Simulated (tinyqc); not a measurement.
# MOS capacitor on an n-type substrate, surface potential from the exact charge relation: effects of single changes

Uniform n-type substrate, Boltzmann statistics, full ionisation, classical densities. psi is the surface potential against the body (positive when the bands bend down) and u = -psi/Vt. Traps are spread evenly over the gap and neutral at flat band, so their charge is -q Dit psi; the minority quasi-Fermi level is shifted by Vb.

Values chosen for this exercise; band and dielectric values close to those of gallium arsenide: temperature T = 273 K; band gap Eg = 1.39 eV; relative permittivity eps_r = 13; conduction-band density of states at T Nc = 3.83e17 cm^-3; valence-band density of states at T Nv = 7.77e18 cm^-3; electron affinity chi = 4.05 eV; donor density of the substrate N = 3e16 cm^-3; relative permittivity of the gate insulator (close to silicon nitride) eox = 7.64; insulator thickness tox = 11 nm; gate work function phiM = 5.19 eV; fixed charge at the interface, in units of q Nf = -4.9e10 cm^-2; density of interface traps Dit = 0 cm^-2 eV^-1; reverse bias of the inversion layer against the body Vb = 0 V.

Constants: q = 1.602176634e-19 C, kB = 1.380649e-23 J/K, Vt = kB T/q, eps0 = 8.8541878128e-14 F/cm where lengths are in cm. Results are converted to the units shown.

Each table varies one quantity; the others keep the values above.

## Capacitance-voltage curves

ni = sqrt(Nc Nv) exp(-Eg/(2 Vt)), Eg in volts; phiF = Vt ln(N/ni); Cox = eps0 eox/tox; Vfb = phiM - chi - Vt ln(Nc/N) - q Nf/Cox; Q0 = sqrt(2 eps0 eps_r q N Vt); r = (ni/N)^2 exp(-Vb/Vt); VT = Vfb - [(2 phiF + Vb)(1 + q Dit/Cox) + sqrt(2 eps0 eps_r q N (2 phiF + Vb))/Cox]. u = -psi/Vt; F^2 = exp(-u) + u - 1 + r (exp(u) - u - 1); Qs = +sign(u) Q0 F; Cs = -dQs/dpsi = (Q0/Vt) |1 - exp(-u) + r (exp(u) - 1)|/(2 F). psi solves Vg = Vfb + psi + (q Dit psi - Qs)/Cox. Low frequency: 1/C_LF = 1/Cox + 1/(Cs + q Dit). High frequency, in the simple estimate in which traps and minority carriers do not follow: 1/C_HF = 1/Cox + 1/Cd, Cd being Cs with r = 0 at the same psi. Deep depletion: r = 0 and Dit = 0 both in the equation for psi and in Cs. Minority sheet density N_inv = (Q0/(2 q)) int_0^u r (exp(t) - 1)/F(t) dt for u > 0. N_inv under 1 cm^-2 is printed as 0. Regimes: accumulation when majority carriers gather, then depletion up to |psi| = phiF + Vb, weak inversion up to 2 phiF + Vb, strong inversion beyond.

Capacitance-voltage curves:
```
Vg (V),psi (V),C_LF/Cox,C_HF/Cox,C_deep/Cox,N_inv (cm^-2),regime
1.7,0.1363,0.9106,0.9106,0.9106,0,accumulation
1.42,0.1027,0.8349,0.8349,0.8349,0,accumulation
1.13,0.01941,0.5140,0.5140,0.5140,0,accumulation
0.85,-0.1760,0.1796,0.1796,0.1796,0,depletion
0.56,-0.4245,0.1190,0.1190,0.1190,0,depletion
0.27,-0.6839,0.09523,0.09523,0.09523,2.947,weak inversion
-0.01,-0.9392,0.08205,0.08205,0.08205,1.287e5,weak inversion
-0.3,-1.205,0.1490,0.07295,0.07289,8.934e9,strong inversion
-0.58,-1.314,0.8444,0.07001,0.06645,6.356e11,strong inversion
-0.87,-1.345,0.9220,0.06924,0.06130,1.625e12,strong inversion
-1.16,-1.364,0.9473,0.06879,0.05719,2.666e12,strong inversion
```

Read the table: what changes, and by how much?

C_LF/Cox is lowest, 0.0820, at Vg = -0.01 V (weak inversion) among the rows listed and is 0.947 in the last row, where C_HF/Cox is 0.0688 and the deep-depletion value 0.0572. Vfb = 1.09 V, where C_HF/Cox = 0.441 (Cox in series with eps0 eps_r/LD), and VT = -0.294 V. Over the last two rows psi moves by only 0.064 V a volt of gate bias, since the inversion charge screens the body. In strong accumulation and inversion degeneracy and confinement, left out here, lower the capacitance.

## Effect of the density of interface traps on threshold and swing

ni = sqrt(Nc Nv) exp(-Eg/(2 Vt)), Eg in volts; phiF = Vt ln(N/ni); Cox = eps0 eox/tox; Vfb = phiM - chi - Vt ln(Nc/N) - q Nf/Cox; VT = Vfb - [(2 phiF + Vb)(1 + q Dit/Cox) + sqrt(2 eps0 eps_r q N (2 phiF + Vb))/Cox]. gamma = sqrt(2 eps0 eps_r q N)/Cox; Wm = sqrt(2 eps0 eps_r (2 phiF + Vb)/(q N)); m = 1 + (eps0 eps_r/Wm + q Dit)/Cox; swing m Vt ln 10; Cmin/Cox = 1/(1 + Cox Wm/(eps0 eps_r)).

In this table Vb = 0 V.

The same in every row: Vfb (V) = 1.0929; 2 phiF (V) = 1.1994; gamma (V^0.5) = 0.17105; Wm (nm) = 239.67; Cmin/Cox = 0.072438.

Results:
```
Dit (cm^-2 eV^-1),VT (V),m,swing (mV/decade)
0,-0.29384,1.0781,58.399
1e10,-0.29696,1.0807,58.541
3e10,-0.30321,1.0859,58.823
1e11,-0.32508,1.1041,59.811
3e11,-0.38758,1.1563,62.633
3e12,-1.2312,1.8597,100.74
1e13,-3.4185,3.6834,199.53
```

Estimate the missing row, Dit = 1e12 cm^-2 eV^-1.

Computed row:
```
Dit (cm^-2 eV^-1),VT (V),m,swing (mV/decade)
1e12,-0.60631,1.3386,72.512
```

With this row back in the table: As Dit goes from 0 to 1e13, VT falls from -0.294 to -3.42 V, the swing rises from 58.4 to 200 mV/decade and Cmin/Cox stays at 0.0724. Vfb does not move.

## Effect of the insulator thickness on threshold and swing

Same model as above.

The same in every row: 2 phiF (V) = 1.199; Wm (nm) = 239.7.

Effect of the insulator thickness on threshold and swing:
```
tox (nm),Vfb (V),gamma (V^0.5),VT (V),m,swing (mV/decade),Cmin/Cox
2.8,1.083,0.04354,-0.1637,1.020,55.25,0.01949
4.1,1.085,0.06376,-0.1843,1.029,55.75,0.02828
6.1,1.087,0.09486,-0.2161,1.043,56.51,0.04151
9,1.091,0.1400,-0.2621,1.064,57.63,0.06006
13,1.095,0.2022,-0.3256,1.092,59.17,0.08450
20,1.103,0.3110,-0.4367,1.142,61.86,0.1243
30,1.115,0.4665,-0.5954,1.213,65.71,0.1756
44,1.131,0.6842,-0.8175,1.312,71.09,0.2380
```

What does the comparison show?

As tox goes from 2.8 to 44, VT falls from -0.164 to -0.818 V, the swing rises from 55.2 to 71.1 mV/decade and Cmin/Cox rises from 0.0195 to 0.238. Of the change of VT by -0.654 V, 0.0478 V comes from Vfb and -0.702 V from the band bending and the charge it takes. m - 1 goes as tox^(1.00), that is as 1/Cox.

Program tinyqc, `OMP_NUM_THREADS=1 python tinyqc.py 2060059 2060060 out.jsonl`; Intel Xeon 2.30GHz, shared host, one thread, about 0.01 s.
